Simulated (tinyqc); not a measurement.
First phase against the interface composition: thermodynamics of metal silicides: hull, first phase, silicon consumed, nucleation and stability against SiO2. Computed by tinyqc, a small Python program. Command: `OMP_NUM_THREADS=1 python tinyqc.py 3020947 3020948 out.jsonl silphase walk`. One thread of a shared host (Intel(R) Xeon(R) Processor @ 2.30GHz), about 0.01 s of CPU time with the checks.

Entropies of formation of the solids are neglected, so heats stand for free energies. Si fractions: M2Si 0.3333, MSi 0.5000, MSi2 0.6667.

Inputs (values chosen for the exercise, for a model metal): heat of formation of M2Si = -47.5 kJ/mol atoms; heat of formation of MSi = -37.1 kJ/mol atoms; heat of formation of MSi2 = -25.9 kJ/mol atoms.

Phases: M2Si, MSi, MSi2.

Method. Effective heat of formation: at the interface the mixture has the Si fraction x_e; the limiting element scales the heat, H_eff = H x_e/x if x_e < x, H (1 - x_e)/(1 - x) otherwise. The rule names the most negative as the first phase; its restriction to congruently melting phases is left out here.

H_eff (kJ/mol atoms):

| x_e | M2Si | MSi | MSi2 | first phase |
|---|---|---|---|---|
| 0.10 | -14.2500 | -7.420 | -3.885 | M2Si |
| 0.20 | -28.5000 | -14.840 | -7.770 | M2Si |
| 0.30 | -42.7500 | -22.260 | -11.655 | M2Si |
| 0.36 | -45.6000 | -26.712 | -13.986 | M2Si |
| 0.42 | -41.3250 | -31.164 | -16.317 | M2Si |
| 0.48 | -37.0500 | -35.616 | -18.648 | M2Si |
| 0.54 | -32.7750 | -34.132 | -20.979 | MSi |
| 0.60 | -28.5000 | -29.680 | -23.310 | MSi |
| 0.66 | -24.2250 | -25.228 | -25.641 | MSi2 |
| 0.75 | -17.8125 | -18.550 | -19.425 | MSi2 |

What does the comparison show, and why?

Each phase is a triangle with its apex at its own composition. In order of x_e the first phase is M2Si, then MSi, then MSi2. On either side of all three the ranking is that of H/x (Si-poor) or H/(1 - x) (Si-rich).
